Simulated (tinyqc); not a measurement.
Worked calculation: Raman line shape of confined optical phonons and breathing modes of small crystals. Computed by tinyqc, a small Python program that keeps every step. Command: `OMP_NUM_THREADS=1 python tinyqc.py 3005673 3005674 out.jsonl confine walk`. One thread of a shared host (Intel(R) Xeon(R) Processor @ 2.30GHz), about 0.02 s of CPU time with the checks. Intermediate numbers are printed to about 6 digits and carried at full precision; extremes and crossings named in words are read from the listed rows.

Confinement in 1 direction(s) lets phonons with q away from zero scatter light. q is in units of 2 pi/a, from 0 to 1, and the branch is isotropic: omega(q)^2 = (omega_0^2 + omega_X^2)/2 + ((omega_0^2 - omega_X^2)/2) cos(pi q). The model and its constant beta are phenomenological; beta = 8 is the common choice.

Inputs (values chosen for the exercise, modelled on germanium): bulk frequency omega_0 = 300.6 1/cm; frequency at the zone boundary omega_X = 244 1/cm; natural width Gamma_0 = 2.6 1/cm; lattice constant a = 5.658 angstrom; size L = 3.2 nm; confinement constant beta = 4; probe offset omega - omega_0 = -7.9 1/cm; longitudinal velocity = 5340 m/s; transverse velocity = 3220 m/s.

Shape: film.

Constants: c = 299792458 m/s.

## Range of wave vectors

Weight W(q) = q^0 exp(-(2 L q/a)^2/(2 beta)) dq, that is exp(-k^2 L^2/(2 beta pi^2)) for k = 2 pi q/a. Width q_c = a sqrt(2 beta)/(2 L), where the exponential falls to 1/e; curvature of the branch: omega(q) = omega_0 - c q^2, c = pi^2 (omega_0^2 - omega_X^2)/(8 omega_0); for small q_c the mean of q^2 is (number of confined directions) q_c^2/2, and the mean shift is -c times that.

q_c = 0.250051 2 pi/a

curvature c = 126.507 1/cm

mean shift, quadratic estimate = -3.95495 1/cm

omega(q_c) - omega_0 = -7.60767 1/cm

## Intensity at one frequency

I(omega) = int W(q) / [(omega - omega(q))^2 + (Gamma_0/2)^2] dq / int W dq x (Gamma_0/2)^2, by 400 Gauss-Legendre points on 0 < q < min(1, 2.5 a sqrt(2 beta)/L). Bulk Lorentzian 1/(1 + (2 offset/Gamma)^2); mean shift = weighted mean of omega(q) less the bulk frequency.

I at the probe offset = 0.122042

bulk Lorentzian there = 0.0263651

mean shift, from the weights = -3.72920 1/cm

## Peak, width and asymmetry

The peak is the maximum of I; the width is taken between the half-maximum points, and the asymmetry is the low-side half-width over the high-side one.

peak shift = -0.61634 1/cm

full width = 5.028 1/cm

asymmetry = 2.1475

peak height (bulk = 1) = 0.50788

The peak moves 17 % as far as the mean: the tail on the low side carries the rest. A shift without broadening or asymmetry would point to stress, not size.

## Line shape against size

The formulas are those given above.

Line shape:
```
L (nm)  peak shift (1/cm)  full width (1/cm)  asymmetry  mean shift, quadratic estimate (1/cm)
3                -0.62983             5.2108     2.2404                               -4.49985
3.6              -0.58927             4.7089     1.9865                               -3.12490
4.4               -0.5361             4.2156      1.741                               -2.09187
5.5                -0.468             3.7507     1.5141                               -1.33880
7                 -0.3875             3.3516     1.3236                              -0.826503
10               -0.26761             2.9477     1.1369                              -0.404987
15                -0.1525             2.7116     1.0355                              -0.179994
25              -0.062585             2.6183     1.0032                             -0.0647979
```

The peak shift falls with exponent -0.37 at the small end and -1.74 at the large end. For still larger L it tends to the mean shift, which goes as 1/L^2; the ratio is 0.14 in the first row and 0.97 in the last. The width exceeds Gamma_0 by over 10 % for L up to 10 nm. In a film the weight is largest at q = 0, so the peak hardly moves and a tail grows instead.

## Thickness mode of the free film

The lowest longitudinal standing wave has half a wavelength across the film: f = v_L/(2 L); the lowest shear one f = v_T/(2 L).

breathing frequency = 834.375 GHz

shear frequency = 503.125 GHz

breathing wavenumber = 27.8318 1/cm

Checks made by the program: mean shift of a large crystal against the quadratic estimate (relative difference 1e-05).
